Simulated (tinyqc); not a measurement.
What each parameter does: ellipsoidal valleys in the axes of a wafer and a channel.

Valleys with axes a along x, y and z, two valleys each; inverse mass tensor w = 1/mt + (1/ml - 1/mt) a a. Device axes: z = nz/|nz|, x = nx/|nx|, y = z cross x; in them a = (ax, ay, az). Confinement mass mz = 1/w_zz. In the plane w_ij is replaced by u_ij = w_ij - w_iz w_jz/w_zz (i, j = x, y); density-of-states mass md = 1/sqrt(det u); conductivity mass along x mc = 1/u_xx; ballistic transport mass mx = u_yy/det u, width mass my = 1/u_yy.

Hard walls: E_n = c (n pi/t)^2/mz, c = hbar^2/2m0, n = 1, 2, 3. Non-degenerate share of a valley proportional to md sum_n exp(-E_n/kT); mean 1/mc = sum of share/mc. 1 nm = 10 angstrom.

Constants: hbar^2/2m0 = 3.80998211 eV angstrom^2; kB = 8.617333262e-05 eV/K.

Inputs chosen for the exercise (near those of the Delta valleys of Si; the results hold for these values, not for the real material): ml = 0.94 m0 (longitudinal mass); mt = 0.197 m0 (transverse mass); nz = (1, 0, 0) (surface normal (confinement)); nx = (0, 1, 1) (channel direction); t = 3.7 nm (thickness of the film); T = 300 K (temperature).

Lowest E1, its share and the mean conductivity mass.

One parameter was then changed.

Results before and after:

| case | lowest E1 (meV) | share | mean mc (m0) |
|---|---|---|---|
| base | 29.22 | 0.9438 | 0.2015 |
| changed | 29.22 | 0.9203 | 0.2034 |

Which of these changes was made? (a) T = 330 K; (b) mt = 0.217 m0; (c) ml = 1.034 m0; (d) t = 3.33 nm.
Answer: (a) T = 330 K. Of the candidates, run in turn, only this one gives the changed row.

All candidates:

| case | lowest E1 (meV) | share | mean mc (m0) |
|---|---|---|---|
| base | 29.22 | 0.9438 | 0.2015 |
| ml = 1.034 m0 | 26.56 | 0.9473 | 0.2013 |
| mt = 0.217 m0 | 29.22 | 0.9147 | 0.2244 |
| t = 3.33 nm | 36.08 | 0.9782 | 0.1987 |
| T = 330 K | 29.22 | 0.9203 | 0.2034 |

(tinyqc, `OMP_NUM_THREADS=1 python tinyqc.py 1880897 1880898 out.jsonl`, Intel(R) Xeon(R) Processor @ 2.30GHz, 1 thread, shared host, about 0.01 s.)
